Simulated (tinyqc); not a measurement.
Worked calculation: strained quantum well: band edges, subbands and transparency. Values are carried at full precision from step to step, so a last printed digit may differ when a step is redone from the rounded ones.

Growth on (001), barriers unstrained: tr(e) = e (2 - nu2), Z = b e (1 + nu2); Ec = Ev + Eg + ac tr(e), E_HH = Ev + av tr(e) + Z, E_LH = Ev + av tr(e) - Z (coupling to the split-off band left out).

Constants: hbar^2/2m0 = 3.80998211 eV angstrom^2; hc = 1239.841984 eV nm; kB = 8.617333262e-05 eV/K.

Values chosen for the exercise (near those of an InGaAs/InP well; shifted at random, so the results belong to these values and not to a real crystal):

| symbol | value | unit | meaning |
|---|---|---|---|
| e | 0.0025 |  | strain in the plane |
| nu2 | 0.992 |  | 2 C12/C11 |
| Eg | 0.757 | eV | unstrained gap of the well |
| Ev | -0.6 | eV | its valence edge |
| ac | -6.12 | eV |  |
| av | 1.08 | eV | Ev moves by av tr(e) |
| b | -1.9 | eV | shear potential |
| Egb | 1.353 | eV | gap of the barrier |
| Evb | -0.94 | eV | its valence edge |
| L | 108 | angstrom | well width |
| me | 0.0442 | m0 | electron mass |
| g1 | 13.49 |  | gamma1 |
| g2 | 5.28 |  | gamma2 |
| meb | 0.08 | m0 |  |
| g1b | 5.08 |  |  |
| g2b | 1.6 |  |  |
| T | 300 | K | temperature |
| Br | 2.4 | x 1e-4 cm^2/s | two-dimensional radiative coefficient |

## Strained band edges and offsets

Give tr(e), Z, the edges Ec, E_HH, E_LH and the well depths against the barrier.

tr(e) = 0.00252
Z = -0.0095 eV

Ec, E_HH, E_LH (eV): 0.1416  -0.6067  -0.5878

depths for e, HH, LH (eV): 0.2714  0.3333  0.3522

The well is under tension, which puts LH on top, by 19 meV; the gap becomes 0.7294 eV, -28 meV from the unstrained one.

## Subband edges

Masses along z: me, 1/(g1 - 2 g2) for HH, 1/(g1 + 2 g2) for LH, likewise in the barrier; in the plane me, 1/(g1 + g2) for HH and 1/(g1 - g2) for LH (no mixing, which understates the hole masses away from k = 0). Level n solves k L + 2 atan[(k/m)/(kappa/mb)] = n pi, k = sqrt(m E/c), kappa = sqrt(mb (V - E)/c), c = hbar^2/2m0.

Up to three electron, four HH and two LH levels, on the common energy scale, with their masses in the plane.

Subbands:

| level | E (eV) | m in the plane |
|---|---|---|
| e1 | 0.1768 | 0.0442 |
| e2 | 0.2832 | 0.0442 |
| hh1 | -0.6141 | 0.0533 |
| lh1 | -0.6228 | 0.1218 |
| hh2 | -0.6361 | 0.0533 |
| hh3 | -0.6729 | 0.0533 |
| hh4 | -0.7242 | 0.0533 |
| lh2 | -0.7362 | 0.1218 |

lowest transition = 0.7909 eV
wavelength hc/E = 1567.6 nm

The top hole level is hh1, so the edge is mainly TE polarised; lh1 lies 9 meV lower, within kT at room temperature, so both polarisations contribute.

## Transparency density

Transparency (Bernard-Duraffourg): Fc - Fv equals the lowest transition energy with n = p, n = sum m/(2 pi c) kB T ln(1 + exp((Fc - E)/kB T)) and p likewise over the listed subbands; c = hbar^2/2m0, 1/angstrom^2 = 1e16/cm^2.

Solve for u = (Fc - e1)/kB T; give n_tr, the share of holes in the top subband and the current e Br n_tr^2 (e = 1.602177e-19 C).

u = 0.947
n_tr = 0.628 x 1e12/cm^2
share = 0.300
current density = 15.2 A/cm^2

For mirror-image bands u = 0 and n_tr = me kB T ln2/(2 pi c) = 0.331 x 1e12/cm^2; the heavier or more numerous hole states raise it by a factor 1.90.

## Checks

- Transparency for equal single subbands against m kB T ln2/(2 pi c): both 0.3743.

(tinyqc, `OMP_NUM_THREADS=1 python tinyqc.py 1250346 1250347 out.jsonl`, Intel(R) Xeon(R) Processor @ 2.30GHz, 1 thread, shared host, about 0.01 s.)
